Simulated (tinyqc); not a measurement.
From results to parameters: two-site tight-binding chain. Computed by the program tinyqc.

Problem. A two-site chain has site energies +delta (A) and -delta (B) and hoppings t1 > t2 > 0, so E = +/- sqrt(delta^2 + |t1 + t2 exp(-ika)|^2). Find delta, t1 and t2.

upper band at k = 0 = 2.246597 eV
upper band at the zone edge = 1.596246 eV
weight of the upper band on site A at the zone edge = 0.894676

Solution. The weight on A is (1 + delta/E)/2, which gives delta; then t1 + t2 = sqrt(E(0)^2 - delta^2) and t1 - t2 = sqrt(E(edge)^2 - delta^2).

delta, t1, t2 (eV): 1.260  1.420  0.440
